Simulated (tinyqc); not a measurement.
Worked calculation: Wannier functions of a composite (isolated) pair of valence bands (bonds of an sp chain). Values are carried at full precision from step to step, so a last printed digit may differ when a step is redone from the rounded ones.

Each atom has a hybrid pointing left (<) and right (>). H(k): diagonal +V3 on A, -V3 on B; <A<|A>> = -V1a, <B<|B>> = -V1b, <A>|B<> = -V2, <B>|A<> = -V2p exp(ik); k in 1/a, Bloch sums with exp(ikR). The two lowest bands are filled. Trial functions in cell 0: g1 = cos(c) A> + sin(c) B<, and g2 = sin(c) B> + cos(c) A< of cell 1, whose Bloch vector has cos(c) exp(-ik) on A<. Projection A_mn = <psi_m|g_n>, S = A^+ A, Loewdin U = A S^(-1/2), Bloch-like states w_n = sum_m psi_m U_mn, H_W(k) = U^+ diag(E) U. P = sum_m |psi_m><psi_m| is free of phase choices, and S = g^+ P g, w = P g S^(-1/2).

Values chosen for the exercise: V2 = 3.26 eV (coupling in the bond A-B inside the cell); V2p = 4.7 eV (coupling in the bond to the next cell); V1a = 1.04 eV (coupling of the two hybrids on A); V1b = 1.42 eV (the same on B); V3 = 1.28 eV (A at +V3, B at -V3); j = 5 (mesh point, k = 2 pi j/N); N = 6 (k points); c = 55 degrees (trial bonds cos(c) on A, sin(c) on B); xb = 0.46 a (position of B (A at 0)).

## H at one mesh point

Fill in the matrix.

H(k) (eV):
```
                 A<       A>       B<               B>
A<           1.2800  -1.0400        0  -2.3500-4.0703i
A>          -1.0400   1.2800  -3.2600                0
B<                0  -3.2600  -1.2800          -1.4200
B>  -2.3500+4.0703i        0  -1.4200          -1.2800
```

## Levels and the projector on the filled bands

Diagonalise; P = sum over the two lowest states of |psi><psi|.

levels (eV): -5.5624  -2.9042  3.0152  5.4515

P:
```
                A<               A>              B<               B>
A<          0.3750   0.0233-0.0683i  0.0007-0.0265i   0.2258+0.4213i
A>  0.0233+0.0683i           0.3212  0.4603-0.0218i  -0.0097+0.0199i
B<  0.0007+0.0265i   0.4603+0.0218i          0.6782   0.0523-0.0500i
B>  0.2258-0.4213i  -0.0097-0.0199i  0.0523+0.0500i           0.6257
```

The filled states put 1.392 electrons on A and 2.608 on B at this k.

## Loewdin orthogonalisation

The trial vectors are the columns g1 = (0, cos c, sin c, 0), g2 = (cos c exp(-ik), 0, 0, sin c), k = 2 pi j/N. Form S = g^+ P g, its eigenvalues, S^(-1/2), and w = P g S^(-1/2).

S:
```
                1               2
1          0.9932  0.0043+0.0001i
2  0.0043-0.0001i          0.9922
```

eigenvalues of S: 0.9883  0.9970

S^(-1/2):
```
                 1                2
1           1.0034  -0.0022-0.0001i
2  -0.0022+0.0001i           1.0040
```

w:
```
                 1                2
A<  0.0133-0.0622i   0.2936+0.5336i
A>  0.5632-0.0180i  -0.0366+0.0476i
B<  0.8222+0.0126i   0.0282-0.0333i
B>  0.0357+0.0297i   0.7896-0.0088i
```

The combinations of the trial bonds that diagonalise S lie 98.8 to 99.7 % inside the filled space; an eigenvalue near zero would mark a poor choice.

## The Hamiltonian in the new basis

H_W = w^+ H w; its eigenvalues must be the two filled levels.

H_W(k) (eV):
```
               1              2
1         -3.549  -1.098-0.304i
2  -1.098+0.304i         -4.917
```

eigenvalues (eV): -5.562  -2.904

## Hoppings between the Wannier functions

H_mn(R) = (1/N) sum_k exp(-ikR) H_W,mn(k), the coupling of function m in cell 0 to function n in cell R.

H(R) (eV):
```
R        11       12       21       22
-2   0.0009  -0.0036  -0.0003   0.0010
-1   0.0384  -0.3563  -0.0086   0.0398
0   -3.5867  -0.9180  -0.9180  -4.9561
1    0.0384  -0.0086  -0.3563   0.0398
2    0.0009  -0.0003  -0.0036   0.0010
3    0.0001  -0.0001  -0.0001   0.0001
```

The bond levels are -3.587 and -4.956 eV, against -sqrt(V2^2 + V3^2) = -3.502 and -4.871 for isolated bonds. Neighbouring bonds couple by -0.918 eV through B; the bond-orbital estimate is -V1b (1 + ap)/2 = -0.927 with the mean V2 in ap = V3/sqrt(V2^2 + V3^2).

## The functions in real space

w_n(R) = (1/N) sum_k exp(ikR) w_n(k); point-like hybrids at R (A) and R + xb (B) give centres and spreads.

Function 1:
```
R        A<       A>       B<       B>
-2   0.0000   0.0004   0.0000  -0.0012
-1   0.0009   0.0077  -0.0027  -0.0326
0    0.0456   0.5655   0.8182   0.0511
1   -0.0683  -0.0123   0.0113   0.0005
2   -0.0025  -0.0005   0.0006   0.0000
3   -0.0001   0.0000   0.0000  -0.0001
```

centres (a): 1 0.3135, 2 0.6614

spreads (a^2): 1 0.0494, 2 0.0707

Function 1 has 98.9 % of its weight on the two hybrids of its bond. Its centre lies +0.0835 a from the middle of the bond, towards B, the atom with the lower level.

## Checks

- Eigenvalues of H_W against the filled levels: they agree to 1e-10 or better.
- W^+ w against the unit matrix: they agree to 1e-10 or better.

Run: tinyqc, `OMP_NUM_THREADS=1 python tinyqc.py 1450769 1450770 out.jsonl`; Intel(R) Xeon(R) Processor @ 2.30GHz, one thread, shared host; about 0.2 s of CPU time with all checks.
